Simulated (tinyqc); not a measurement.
Regular and subregular solution with a miscibility gap. Changing the asymmetry L1. Computed by tinyqc, a small Python program. Command: `OMP_NUM_THREADS=1 python tinyqc.py 3009164 3009165 out.jsonl regsol sweep`. One thread of a shared host (Intel(R) Xeon(R) Processor @ 2.30GHz), about 0.01 s of CPU time with the checks.

Per mole of mixing sites: G(x) = x (1 - x) [L0 + L1 (1 - 2x)] + R T [x ln x + (1 - x) ln(1 - x)], x the fraction of B.

Inputs (values chosen for the exercise, for a model alloy):

| quantity | value | unit |
|---|---|---|
| interaction L0 | 58.6 | kJ/mol |
| size misfit eta = d ln a/dx | 0.032 | - |
| temperature T | 2728 | K |
| start value s0 | 0.01 | - |

Source of L0: given.

Constants: R = 8.314462618 J/(mol K).

Method:
- L0 and eta are given.
- The spinodal is G'' = 0, R T_s(x) = x (1 - x) [2 L0 + 6 L1 (1 - 2x)]; the critical point is its maximum.
- G' = L0 (1 - 2x) + L1 (1 - 6x + 6x^2) + R T ln[x/(1 - x)]; G'' = -2 L0 - 6 L1 (1 - 2x) + R T/[x (1 - x)].
- Common tangent: F1 = G'(x1) - G'(x2) = 0 and F2 = [G - x G'](x1) - [G - x G'](x2) = 0. Newton step: J = [[G''(x1), -G''(x2)], [-x1 G''(x1), x2 G''(x2)]], J dx = -F; a step that would leave 0 < x < 1 is halved until it stays inside. The start is x1 = s0, x2 = 1 - s0.
- Stop when the step is below 1e-12, or when x1 and x2 meet within 1e-5; residuals under 1e-7 are shown as 0.

One run for each value:

| asymmetry L1 (kJ/mol) | critical composition x_c | critical temperature T_c (K) | solubility limit x1 | solubility limit x2 |
|---|---|---|---|---|
| -7.0 | 0.58231 | 3630.7 | 0.16846 | 0.91500 |
| -4.2 | 0.55201 | 3563.8 | 0.15309 | 0.89913 |
| -1.3 | 0.51658 | 3527.9 | 0.13536 | 0.88117 |
| 1.5 | 0.48089 | 3529.2 | 0.11756 | 0.86338 |
| 4.4 | 0.44568 | 3567.6 | 0.09968 | 0.84575 |
| 7.3 | 0.41472 | 3639.6 | 0.08342 | 0.83002 |
| 10.0 | 0.39045 | 3731.1 | 0.07020 | 0.81757 |
| 13.0 | 0.36827 | 3854.4 | 0.05778 | 0.80625 |
| 16.0 | 0.35029 | 3994.8 | 0.04757 | 0.79726 |

What does the table show, and why?

Over the rows, critical composition x_c falls from 0.582 to 0.350; critical temperature T_c (K) goes from 3630 through a minimum among these rows, 3530 at -1.30, to 3990; solubility limit x1 falls from 0.168 to 0.0476. B in A costs L0 + L1 and A in B costs L0 - L1 at infinite dilution, so raising L1 lowers x1 and lets more A into B.

Caution (all rows): a real alloy may melt or decompose below this critical temperature.

Extremes, crossings and ranges named in words are read from the listed rows.
